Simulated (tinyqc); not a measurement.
Size of the sine basis: hole subbands of a hard-walled well, four-band Luttinger model.

Hole energies are counted downwards from the unstrained band edge, c = hbar^2/2m0. After the usual block transformation one block is H = [[P + Q - Zs, R - i S], [R + i S, P - Q + Zs]] in (heavy, light), with P +/- Q = c [(g1 +/- g2) k^2 + (g1 -/+ 2 g2) kz^2], R = sqrt(3) c gR k^2, S = 2 sqrt(3) c g3 k kz, kz = -i d/dz; axial approximation gR = (g2 + g3)/2. Zs = b (e_par - e_perp) is the shear part of the strain (the hydrostatic part shifts all levels alike and is left out). Basis sqrt(2/L) sin(n pi z/L), n = 1 to N, for each component: kz^2 gives (n pi/L)^2 and the heavy-light block is R delta_nm - 2 sqrt(3) c g3 k D_nm with D_nm = 4 n m/(L (n^2 - m^2)) for n + m odd, 0 otherwise. The other block has the same levels. The split-off band is left out, a severe simplification for a spin-orbit splitting near 0.11 eV.

Constants: hbar^2/2m0 = 3.80998211 eV angstrom^2.

Values chosen for the exercise (near those of InP; shifted at random, so the results belong to these values and not to a real crystal): g1 = 5.08 (Luttinger gamma1); g2 = 1.61 (gamma2); g3 = 2.11 (gamma3); L = 185 angstrom (well width along [001]); k = 0.0111 1/angstrom (wave vector in the plane).

shear strain energy Zs = -0.064389 eV

The four lowest hole energies at the given k for growing N.

Hole energies (meV):

| N | E1 | E2 | E3 | E4 |
|---|---|---|---|---|
| 2 | -53.813 | -26.513 | 69.799 | 75.880 |
| 3 | -53.814 | -27.080 | 18.166 | 69.790 |
| 4 | -53.834 | -27.085 | 16.622 | 69.149 |
| 6 | -53.841 | -27.152 | 16.462 | 68.447 |
| 10 | -53.845 | -27.183 | 16.398 | 68.334 |
| 20 | -53.847 | -27.193 | 16.379 | 68.315 |
| 40 | -53.847 | -27.194 | 16.376 | 68.313 |
| 80 | -53.847 | -27.194 | 16.376 | 68.312 |

Is N = 3 enough for 1 meV in the two lowest levels?

Yes: against N = 80, N = 3 errs by up to 0.11 meV in E1 and E2, always upwards, as a variational basis must. Both are within 0.1 meV of N = 80 from N = 6 on; N = 40 and N = 80 differ by 1.9e-04 meV at most.

tinyqc: `OMP_NUM_THREADS=1 python tinyqc.py 1282773 1282774 out.jsonl`; about 0.1 s, one thread, shared Intel(R) Xeon(R) Processor @ 2.30GHz.
